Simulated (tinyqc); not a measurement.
Inside a calculation: shallow donor in effective-mass theory, with valley-orbit splitting. Values are carried at full precision from step to step, so a last printed digit may differ when a step is redone from the rounded ones.

Constants: Ry = 13.60569312 eV; a0 (Bohr radius) = 0.5291772105 angstrom; hbar^2/2m0 = 3.80998211 eV angstrom^2; e^2/(4 pi eps0) = 14.39964547 eV angstrom.

Values chosen for the exercise (near those of a group-V donor in Si; shifted at random, so the results belong to these values and not to a real crystal): ml = 0.935 m0 (longitudinal mass); mt = 0.191 m0 (transverse mass); eps = 11 (dielectric constant); a = 21.4 angstrom (trial radius across the axis); b = 9.9 angstrom (trial radius along the axis); E0 = -33.8 meV (single-valley level); D0 = 4.52 meV (central-cell shift); D1 = 3.6 meV (coupling of perpendicular valleys); D2 = 3.11 meV (coupling of opposite valleys); Ds = -32.8 meV (strain splitting: z valleys less the others).

## Hydrogen-like estimates

Ry* = Ry m/eps^2 and a* = a0 eps/m for four choices of one mass: mt, the conductivity mass 3/(1/ml + 2/mt), the density-of-states mass (ml mt^2)^(1/3), and ml.

Estimates:
```
mass               m (m0)  Ry* (meV)  a* (angstrom)
mt                 0.1910      21.48          30.48
conductivity       0.2599      29.23          22.39
density of states  0.3243      36.47          17.95
ml                 0.9350     105.13           6.23
```

## Energy of one trial function

One valley: H = -c [(d2/dx2 + d2/dy2)/mt + (d2/dz2)/ml] - q/(eps r), c = hbar^2/2m0, q = e^2/(4 pi eps0). Trial function exp(-sqrt((x^2 + y^2)/a^2 + z^2/b^2)) with a > b: T = (c/3)(2/(mt a^2) + 1/(ml b^2)), V = -(q/eps) atan(u/b)/u, u = sqrt(a^2 - b^2). The central cell of the impurity is left out.

Evaluate T, V and E. Scaling both radii by f changes T to T/f^2 and V to V/f, so the best factor is f = -2T/V, with energy -V^2/(4T).

T = 42.897 meV
V = -75.198 meV
E = -32.301 meV
best scale factor = 1.1409
energy after scaling = -32.955 meV

The virial ratio -V/T is 1.753; it is 2 at the best scale. Scaling gains 0.654 meV.

## Scan over the shape

For each ratio b/a = 0.2, 0.3, ..., 0.9 the best scale follows from a = -2 T1/V1, with T1 and V1 taken at a = 1 angstrom.

Scan:
```
b/a  a (angstrom)  b (angstrom)  E (meV)
0.2         51.66         10.33  -17.710
0.3         32.68          9.80  -26.582
0.4         26.32         10.53  -31.459
0.5         23.67         11.83  -33.441
0.6         22.50         13.50  -33.717
0.7         22.04         15.43  -33.070
0.8         21.97         17.57  -31.956
0.9         22.11         19.90  -30.629
```

The best listed ratio is 0.6; (mt/ml)^(1/2) = 0.45 and (mt/ml)^(1/3) = 0.59 are common guesses.

## The minimum

Minimise over a and b. The Mott estimate n_c = (0.25/a_m)^3 uses a_m = (a^2 b)^(1/3); 1/angstrom^3 = 1e24/cm^3.

a = 22.74 angstrom
b = 12.99 angstrom
E = -33.759 meV
a_m = 18.87 angstrom
n_c = 2.33 x 1e18/cm^3

b/a = 0.571. The binding energy is 1.572 times Ry*(mt). The central cell of a real donor shrinks the orbit and raises n_c (3.7 x 1e18/cm^3 for P in Si).

## The valley-orbit matrix

Basis: the 1s envelopes of the valleys +x, -x, +y, -y, +z, -z. Diagonal E0 - D0, element -D2 between opposite valleys and -D1 between perpendicular ones. Strain along [001] adds 2 Ds/3 to the z valleys and -Ds/3 to the others.

Fill it in with the strain.

H (meV), rows +x, -x, +y, -y, +z, -z and columns alike:
```
[[-27.387, -3.110, -3.600, -3.600, -3.600, -3.600],
 [-3.110, -27.387, -3.600, -3.600, -3.600, -3.600],
 [-3.600, -3.600, -27.387, -3.110, -3.600, -3.600],
 [-3.600, -3.600, -3.110, -27.387, -3.600, -3.600],
 [-3.600, -3.600, -3.600, -3.600, -60.187, -3.110],
 [-3.600, -3.600, -3.600, -3.600, -3.110, -60.187]]
```

## Levels and ground state

Diagonalise. For the lowest state give the amplitudes (positive) and (sum of amplitudes)^2/6, the contact density relative to no strain.

levels (meV): [-66.853, -57.077, -34.141, -24.277, -24.277, -23.297]

amplitudes: +x 0.1649, -x 0.1649, +y 0.1649, -y 0.1649, +z 0.6676, -z 0.6676

relative contact density = 0.6630

The z valleys hold 89.1 % of the ground state, against 33.3 % without strain.

## Checks

- Energy from 21 anisotropic Gaussians against the two-parameter function, meV: -33.80 against -33.76.
- Unstrained levels against E0 - D0 - 4 D1 - D2 (A1), E0 - D0 + D2 (T2, threefold) and E0 - D0 + 2 D1 - D2 (E, twofold): they agree to 1e-10 or better.

(tinyqc, `OMP_NUM_THREADS=1 python tinyqc.py 1252670 1252671 out.jsonl`, Intel(R) Xeon(R) Processor @ 2.30GHz, 1 thread, shared host, about 0.01 s.)
